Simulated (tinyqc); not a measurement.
Electron density from the filling shift.

Inverse problem. At zero temperature the Burstein-Moss shift of one parabolic valley is (C/me + C/mh) kF^2 with kF = (3 pi^2 n)^(1/3), C = hbar^2/(2 m0). Find kF and n.

Parameters, values chosen for the exercise: electron mass me = 0.0404 m0; hole mass mh = 0.453 m0.

Constants: q = 1.602176634e-19 C, hbar = 1.054571817e-34 J s, m0 = 9.1093837015e-31 kg, hbar^2/(2 m0) = 0.0380998212 eV nm^2. Results are converted to the units shown.

filling shift = 383.33958 meV

Solution. The shift gives kF^2, and n = kF^3/(3 pi^2).

kF = 0.611 1/nm
n = 7.70e18 cm^-3

Numbers from tinyqc (`OMP_NUM_THREADS=1 python tinyqc.py 2330052 2330053 out.jsonl`; about 0.01 s on one thread of a shared Intel Xeon 2.30GHz).
